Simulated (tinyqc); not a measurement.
# Worked calculation: capacitance of parallel on-chip lines from Laplace's equation on a mesh

Numbers from tinyqc (`OMP_NUM_THREADS=1 python tinyqc.py 2790102 2790103 out.jsonl`; about 1 s on one thread of a shared Intel Xeon 2.30GHz). Printed values are rounded.

Cross-section of an endless row of equal lines between two grounded planes; neighbours are driven in antiphase (+1 V and -1 V), so the plane midway between two lines is at 0 V. By symmetry one quarter is solved: x runs from the centre of a line (column 0, mirror) to that midplane (column 3, 0 V), y from the mid-height of the line (row 0, mirror) to the ground plane (row 4, 0 V). The line fills columns 0 to 1 and rows 0 to 2 at 1 V. Cells beside the line (below row 2) have e2, cells above have e1. Each link between nodes has the conductance g = mean permittivity of the two cells beside it (a cell beyond a mirror counts as 0), and the free nodes obey sum g (V_neighbour - V) = 0.

Values chosen for this exercise:
```
symbol  value  unit                                          meaning
e1        3.9        relative permittivity above and below the lines
e2          1                relative permittivity between the lines
om          1                                 over-relaxation factor
```

Constants: eps0 = 8.8541878128e-12 F/m. Results are converted to the units shown.

## Link conductances

gx[j, i] joins node (row j, column i) to column i + 1, gy[j, i] to row j + 1.

gx:
```
	col 0	col 1	col 2
row 0	0.5	0.5	0.5
row 1	1	1	1
row 2	2.45	2.45	2.45
row 3	3.9	3.9	3.9
row 4	1.95	1.95	1.95
```

gy:
```
	col 0	col 1	col 2	col 3
row 0	0.5	1	1	0.5
row 1	0.5	1	1	0.5
row 2	1.95	3.9	3.9	1.95
row 3	1.95	3.9	3.9	1.95
```

## Iteration 1: relaxation sweep

V at the start (V):
```
	col 0	col 1	col 2	col 3
row 0	1	1	0	0
row 1	1	1	0	0
row 2	1	1	0	0
row 3	0	0	0	0
row 4	0	0	0	0
```

One sweep visits the free nodes row by row from row 0, left to right, and replaces V by V + om (weighted mean of the neighbours - V), using new values at once.

V after sweep 1 (V):
```
	col 0	col 1	col 2	col 3
row 0	1.000000	1.000000	0.250000	0.000000
row 1	1.000000	1.000000	0.312500	0.000000
row 2	1.000000	1.000000	0.281888	0.000000
row 3	0.250000	0.312500	0.148597	0.000000
row 4	0.000000	0.000000	0.000000	0.000000
```

## Iteration 2: relaxation sweep

As before.

V after sweep 2 (V):
```
	col 0	col 1	col 2	col 3
row 0	1.000000	1.000000	0.406250	0.000000
row 1	1.000000	1.000000	0.422034	0.000000
row 2	1.000000	1.000000	0.352200	0.000000
row 3	0.406250	0.388712	0.185228	0.000000
row 4	0.000000	0.000000	0.000000	0.000000
```

## Course of the relaxation

Stop when no node changes by 1e-7 V. C = 4 eps0 sum g (difference of V along the link)^2, in aF/um.

Course of the iteration:
```
sweep	C (aF/um)	largest change (V)
1	217.8222	0.312
2	201.9824	0.156
3	200.8819	0.0548
4	200.8090	0.0156
5	200.8043	4.18e-3
6	200.8040	1.08e-3
7	200.8040	2.76e-4
8	200.8040	6.98e-5
9	200.8040	1.76e-5
10	200.8040	4.40e-6
11	200.8040	1.10e-6
12	200.8040	2.76e-7
13	200.8040	6.91e-8
```

Converged in 13 sweeps. Over the last four sweeps the change shrinks by about 0.25 a sweep. C comes down from above, since the solution minimises the energy.

## Capacitance per length

converged V (V):
```
	col 0	col 1	col 2	col 3
row 0	1.000000	1.000000	0.482278	0.000000
row 1	1.000000	1.000000	0.464557	0.000000
row 2	1.000000	1.000000	0.375949	0.000000
row 3	0.456767	0.413535	0.197371	0.000000
row 4	0.000000	0.000000	0.000000	0.000000
```

C = 4 eps0 sum g (difference of V)^2 over all links (twice the energy of the four quarters, line at 1 V). Plate estimate without fringing: eps0 [2 e1 w/hd + 2 e2 t/(s/2)], w = 2 hx, t = 4 hx, s/2 = 2 hx, hd = 2 hx.

C = 200.8040 aF/um
plate estimate = 104.4794 aF/um

C depends on the shape only, not on the mesh step hx. Meshes 6, 12 and 24 times finer extrapolate (Aitken) to 174.3 aF/um; this mesh is 15 % above that, and the plate estimate is 40 % below it.
